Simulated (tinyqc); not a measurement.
Global model of a low-pressure process discharge: electron temperature, density, ion flux and ion energy: one step, computed by the program tinyqc. Command: `OMP_NUM_THREADS=1 python tinyqc.py 3112324 3112325 out.jsonl plasma walk`. One thread of a shared host (Intel(R) Xeon(R) Processor @ 2.30GHz), about 0.01 s of CPU time with the checks.

Maxwellian electrons with temperature T_e in eV, one positive ion, no negative ions, uniform bulk density n; rate constants have the Arrhenius form.

Task: Biased electrode. All bias power goes to ions: V_b = P_b/(J pi r^2). Debye length at the sheath edge lambda_D = sqrt(eps_0 T_e/(e h_L n)); Child-law sheath s = (sqrt2/3) lambda_D (2 V/T_e)^(3/4), V = V_b + V_s; ion transit time tau_i = 3 s sqrt(M/(2 e V)); collisions in the sheath s/lambda_i.

Inputs (values chosen for the exercise, of the order of those of an inductive discharge in a simple atomic gas):
```
quantity                        value  unit
ion mass M                         40     u
gas temperature T_g               500     K
radius R                           18    cm
height L                           20    cm
bias power P_b                     31     W
radius of the biased electrode      5    cm
bias frequency                      2   MHz
```

ion current density J = 3.264043 mA/cm^2

T_e = 1.561751 eV

h_L = 0.1531040

plasma density n = 6.855711e+11 1/cm^3

wall potential V_s = 7.308354 V

ion mean free path = 0.3502407 cm

Constants: eps_0 = 8.8541878128e-12 F/m; e = 1.602176634e-19 C; u = 1.6605390666e-27 kg.

Give: bias voltage V_b; lambda_D; sheath width s; ion transit time; transit time over bias period; s/lambda_i.

Result:

bias voltage V_b = 120.9 V

lambda_D = 28.68 micrometre

sheath width s = 0.6201 mm

ion transit time = 74.79 ns

transit time over bias period = 0.1496

s/lambda_i = 0.1771

Ions cross within a small part of a period and sample the instantaneous voltage: a broad, two-peaked energy distribution.  Caution: at so short an ion path the formulas for h_L and h_R give way to the ambipolar-diffusion limit.
